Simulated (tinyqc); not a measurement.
MESFET, gradual channel with velocity saturation: one step of the calculation.

A uniformly doped n-type channel, depleted from the top by a Schottky gate; at channel potential V the depleted share of a is u = sqrt((Vbi - Vg + V)/Vp), s at the source. Electrons drift with v = mu E/(1 + mu E/vsat). Abrupt depletion edge, no series resistance, source at 0.

Task. The saturation point by Newton steps. a is the channel (half-)thickness, Vp its pinch-off voltage and Z = mu Vp/(vsat L); an iterate with u > 1 is an overshoot, not a physical state. f = (1 - u)(1 + Z (u^2 - s^2)) - Z F/3, F = 3 (u^2 - s^2) - 2 (u^3 - s^3); f' = -(1 + Z (u^2 - s^2)); u(new) = u - f/f'.

u after iteration 1 = 1.0000782
Z = 1.2270883
s = 0.84223958

Find: f; f'; u after iteration 2.

Result.

f = -0.02743
f' = -1.357
u after iteration 2 = 0.9799

Program tinyqc, `OMP_NUM_THREADS=1 python tinyqc.py 2500102 2500103 out.jsonl`; Intel Xeon 2.30GHz, shared host, one thread, about 0.07 s.
